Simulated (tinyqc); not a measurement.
# FinFET, parasitic resistance, capacitance and delay: effect of the relative permittivity of the spacer

Nf fins under one contact; each has gated perimeter p = 2 Hf + Wf and cross-section A = Hf Wf; contact width Wc = Nf pf, stack height Hs = Hf. Contact length Lc = CPP - Lg - 2 Lsp, shared by two neighbouring gates. Source and drain sides are equal. The formulas are first-order estimates, not field solutions.

Epitaxy sheet resistance Rsh = re/te, transfer length LT = sqrt(rc/Rsh), contact Rc = [sqrt(rc Rsh)/Wc] coth(Lc/(2 LT)); extension of one fin Rx = rx Lsp/A. With N fins: gate Cg = Cinv p N Lg; per side, plate Cp = ks eps0 [Wc (Hs + Hc) - N A]/Lsp, top fringe Cf = (2/pi) ks eps0 Wc ln(1 + Lg/(2 Lsp)), overlap Co = Cinv p N Lov. One fin: I = p Q vx u/(1 + |u|^1.8)^(1/1.8), Q = Cinv n Vt ln(1 + exp((Vg' - VT + dl Vd')/(n Vt))), u = Vd' mu/(vx Lg), Vg' = Vgs - v, Vd' = Vds - 2 v, with the drop on each side v = Rc (sum of I) + Rx I. Ieff = [I(Vgs = Vdd, Vds = Vdd/2) + I(Vdd/2, Vdd)]/2, total currents. With Cs = Cp + Cf + Co, the load of an inverter of two such devices driving an equal one is CL = 2 (Cg + 2 Cs) + 4 Cs + Cw (own drains counted twice for the Miller effect); delay CL Vdd/(2 Ieff).

Parameters, values chosen for the exercise; values close to those of silicon logic devices:
- T = 300 K (temperature)
- Nf = 3 (number of fins)
- Hf = 46 nm (fin height)
- Wf = 6 nm (fin width)
- pf = 42 nm (fin pitch)
- CPP = 51 nm (contacted gate pitch)
- Lg = 18 nm (gate length)
- Lsp = 8 nm (spacer length)
- Hc = 30 nm (gate height above the channel stack)
- rc = 6e-10 ohm cm^2 (contact resistivity)
- re = 0.00021 ohm cm (resistivity of the source-drain epitaxy)
- te = 25 nm (current-carrying depth of the epitaxy)
- rx = 0.00047 ohm cm (resistivity of the extension)
- Lov = 0.5 nm (gate overlap)
- Cinv = 2.5 uF/cm^2 (inversion capacitance)
- vx = 1.1e7 cm/s (injection velocity)
- mu = 300 cm^2/(V s) (apparent mobility)
- VT = 0.23 V (threshold at zero drain voltage)
- dl = 0.025 V/V (barrier lowering)
- n = 1.14 (subthreshold factor)
- Cw = 0.15 fF (wire load)
- Vdd = 0.8 V (supply voltage)

Constants: q = 1.602176634e-19 C, kB = 1.380649e-23 J/K, eps0 = 8.8541878128e-12 F/m, Vt = kB T/q. Results are converted to the units shown.

The same in every row: Rc (ohm) = 57.90; Rx/N (ohm) = 45.41; Ieff (uA) = 279.4.

Effect of the relative permittivity of the spacer:
```
ks,CL (aF),delay (ps)
1,525.7,0.7527
2,607.5,0.8697
3,689.2,0.9867
4,771.0,1.104
5.5,893.6,1.279
7,1016,1.455
```

What does the table show?

As ks goes from 1 to 7, Ieff stays at 279 uA, CL rises from 526 to 1020 aF and the delay rises from 0.753 to 1.45 ps.

tinyqc, about 0.04 s, one thread, Intel Xeon 2.30GHz (shared host): `OMP_NUM_THREADS=1 python tinyqc.py 2170110 2170111 out.jsonl`
